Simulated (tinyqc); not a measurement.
Standing waves and exposure in a photoresist film: one step. Interface coefficients. Four cases, with inputs chosen for the exercise.

Task: Form N1, r01, t01 and r12.

Normal incidence from air. Unexposed resist: N1 = n1 + i k1 with k1 = (A + B) lam/(4 pi), lam in micrometres. r01 = (1 - N1)/(1 + N1), t01 = 2/(1 + N1). Substrate Ns = ns + i ks: r12 = (N1 - Ns)/(N1 + Ns). With p = exp(2 pi i N1 d/lam), the field at depth z is E(z) = t01 [exp(2 pi i N1 z/lam) + r12 p^2 exp(-2 pi i N1 z/lam)]/(1 + r01 r12 p^2), the relative intensity I(z) = n1 |E(z)|^2 and the reflectance R = |(r01 + r12 p^2)/(1 + r01 r12 p^2)|^2.

Case 1.

Values chosen (a resist on Cu, indices near tabulated ones; the results hold for these values, not for the real material): lam = 248 nm (vacuum wavelength); n1 = 1.769 (resist index); A = 0.01 1/micrometre (bleachable absorption (Dill A)); B = 0.63 1/micrometre (fixed absorption (Dill B)); d = 342 nm (resist thickness); ns = 1.444 (substrate n); ks = 1.755 (substrate k).

Case 2.

Values chosen (a resist on Si, indices near tabulated ones; the results hold for these values, not for the real material): lam = 193 nm (vacuum wavelength); n1 = 1.731 (resist index); A = 0.04 1/micrometre (bleachable absorption (Dill A)); B = 1.14 1/micrometre (fixed absorption (Dill B)); d = 202 nm (resist thickness); ns = 0.897 (substrate n); ks = 2.791 (substrate k).

Case 3.

Values chosen (a resist on Cu, indices near tabulated ones; the results hold for these values, not for the real material): lam = 248 nm (vacuum wavelength); n1 = 1.738 (resist index); A = 0.09 1/micrometre (bleachable absorption (Dill A)); B = 0.68 1/micrometre (fixed absorption (Dill B)); d = 405 nm (resist thickness); ns = 1.441 (substrate n); ks = 1.833 (substrate k).

Case 4.

Values chosen (a resist on Al, indices near tabulated ones; the results hold for these values, not for the real material): lam = 365 nm (vacuum wavelength); n1 = 1.723 (resist index); A = 0.74 1/micrometre (bleachable absorption (Dill A)); B = 0.08 1/micrometre (fixed absorption (Dill B)); d = 935 nm (resist thickness); ns = 0.416 (substrate n); ks = 4.372 (substrate k).

Give: N1; r01; t01; r12; |r12|^2.

Result:

Case 1.

N1 = 1.76900+0.01263i
r01 = -0.2777-0.0033i
t01 = 0.7223-0.0033i
r12 = -0.1514-0.4590i
|r12|^2 = 0.2336

Next to the bottom the intensity swings by a factor ((1 + |r12|)/(1 - |r12|))^2 = 8.24 between antinode and node.

Case 2.

N1 = 1.73100+0.01812i
r01 = -0.2677-0.0049i
t01 = 0.7323-0.0049i
r12 = -0.3783-0.6508i
|r12|^2 = 0.5666

Next to the bottom the intensity swings by a factor ((1 + |r12|)/(1 - |r12|))^2 = 50.2 between antinode and node.

Case 3.

N1 = 1.73800+0.01520i
r01 = -0.2696-0.0041i
t01 = 0.7304-0.0041i
r12 = -0.1786-0.4680i
|r12|^2 = 0.2509

Next to the bottom the intensity swings by a factor ((1 + |r12|)/(1 - |r12|))^2 = 9.04 between antinode and node.

Case 4.

N1 = 1.72300+0.02382i
r01 = -0.2656-0.0064i
t01 = 0.7344-0.0064i
r12 = -0.6828-0.6296i
|r12|^2 = 0.8626

Next to the bottom the intensity swings by a factor ((1 + |r12|)/(1 - |r12|))^2 = 733 between antinode and node.

Computed by tinyqc, one run a case: `OMP_NUM_THREADS=1 python tinyqc.py N N+1 out.jsonl` with N = 1650911, 1650944, 1651008, 1651449; one thread of a shared Intel(R) Xeon(R) Processor @ 2.30GHz, about 0.01 s a run at most.
